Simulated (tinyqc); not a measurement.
CMOS inverter, nodal equation and switching: two steps of the calculation.

An n-channel pull-down (bn, VTn) and a p-channel pull-up (bp, VTp) share the input Vin and the output node Vout, which carries the load C. Transistor (EKV form, voltages against the body): I = 2 n b Vt^2 [F(vp - Vs) - F(vp - Vd)] from drain to source, F(v) = ln^2(1 + exp(v/(2 Vt))), vp = (Vg - VT + sg |Vd - Vs|)/n. n-channel bodies are at 0; for the p-channel device all voltages are counted down from Vdd. b in uA/V^2 gives I in uA. Static: In = Ip. Transient: C dVout/dt = Ip - In. No velocity saturation, no gate capacitance beyond C.

Parameters, values chosen for the exercise: temperature T = 293 K; supply voltage Vdd = 0.5 V; slope factor n = 1.4; drain-induced barrier lowering sg = 0.109; n-channel threshold VTn = 0.32 V; p-channel threshold (magnitude) VTp = 0.42 V; gain factor of the pull-down transistor bn = 730 uA/V^2; gain factor of the pull-up transistor bp = 1500 uA/V^2; load capacitance C = 2.5 fF; time step dt = 10 ps.

Constants: q = 1.602176634e-19 C, kB = 1.380649e-23 J/K, Vt = kB T/q. Results are converted to the units shown.

Question 1. One time step of the falling output. The input steps to Vdd at t = 0; I = In - Ip. Trapezoidal rule: V(new) = V - (dt/C)[I(V) + I(V(new))]/2, solved for V(new); 1 ps uA/fF = 1 mV.

Vout after step 1 = 0.44287885 V

Give: I(V); I(V(new)); Vout after step 2.

Answer 1.

I(V) = 13.91 uA
I(V(new)) = 13.24 uA
Vout after step 2 = 0.3886 V

Question 2. Delays and energy. For a step input the delay to Vdd/2 is tHL = C times the integral of dV/(In - Ip) from Vdd/2 to Vdd at Vin = Vdd, and tLH likewise with Ip - In from 0 to Vdd/2 at Vin = 0. Energy drawn for one full cycle of the output: C Vdd^2. Leakage power: Vdd times the mean of the supply currents at Vin = 0 and Vdd.

Find: tHL; tLH; energy; leakage power.

Answer 2.

tHL = 47.98 ps
tLH = 66.77 ps
energy = 0.6250 fJ
leakage power = 0.1956 nW

Numbers from tinyqc (`OMP_NUM_THREADS=1 python tinyqc.py 2340074 2340075 out.jsonl`; about 0.03 s on one thread of a shared Intel Xeon 2.30GHz).
